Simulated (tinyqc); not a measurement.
Double-gate transistor below threshold, two-dimensional Poisson equation on a small mesh: refining the mesh.

Half of a symmetric double-gate structure: row 0 is the mid-plane of the body, where the normal field vanishes. Mobile charge is neglected (subthreshold), the body is fully depleted, and potentials are counted from the intrinsic level; rows run upward to the gate, columns from source to drain.

The mesh has 2 c steps in the semiconductor (rows from 0 up to the interface), c steps in the insulator and 8 c along the channel, each uniform. Box integration, divided by eps0: up_i = eps hy/h of the interval above row i, dn_i = that of the interval below (0 for row 0), lat_i = (sum of eps h/2 over the intervals above and below)/hy, s_i = -q Na w_i hy/eps0 with w_i the semiconductor height of the box (hs/2 for row 0 and the interface row, hs between, 0 in the insulator). Each free node obeys (up + dn + 2 lat) psi = up psi(above) + dn psi(below) + lat [psi(left) + psi(right)] + s. Fixed values: gate row Vg - Vfb; column 0 at Vbi and the last column at Vbi + Vd in the semiconductor, each running linearly to Vg - Vfb across the insulator. The system is solved directly; psi is read on row 0 at mid-channel.

Inputs (values chosen for the exercise); semiconductor permittivity close to that of gallium nitride: relative permittivity of the semiconductor eps_r = 9.57; relative permittivity of the insulator eox = 25; half the body thickness tb = 8 nm; insulator thickness tox = 3.8 nm; channel length L = 26 nm; acceptor density of the depleted body Na = 0 cm^-3; potential of the source Vbi = 0.54 V; gate offset Vfb = 0.02 V; gate voltage Vg = -0.1 V; drain voltage Vd = 0.05 V.

Constants: q = 1.602176634e-19 C, eps0 = 8.8541878128e-14 F/cm where lengths are in cm. Results are converted to the units shown.

Results:
```
c	unknowns	psi at mid-channel (V)	d psi/dVg
1	21	0.1121	0.6612
3	207	0.09849	0.6810
4	372	0.09771	0.6822
6	846	0.09716	0.6830
8	1512	0.09696	0.6833
12	3420	0.09682	0.6835
```

Estimate the missing row, c = 2.

Computed row:
```
c	unknowns	psi at mid-channel (V)	d psi/dVg
2	90	0.1007	0.6778
```

With this row back in the table: psi at mid-channel goes from 0.1121 V on the coarsest mesh to 0.09682 V on the finest, a difference of 15 mV. d psi/dVg changes by 0.017 from c = 1 to 2, by 0.0043 from 2 to 4 and by 0.0011 from 4 to 8, a ratio of 4.0 between the last two, near the 4 of a second-order scheme.

Program tinyqc, `OMP_NUM_THREADS=1 python tinyqc.py 2480008 2480009 out.jsonl`; Intel Xeon 2.30GHz, shared host, one thread, about 0.09 s.
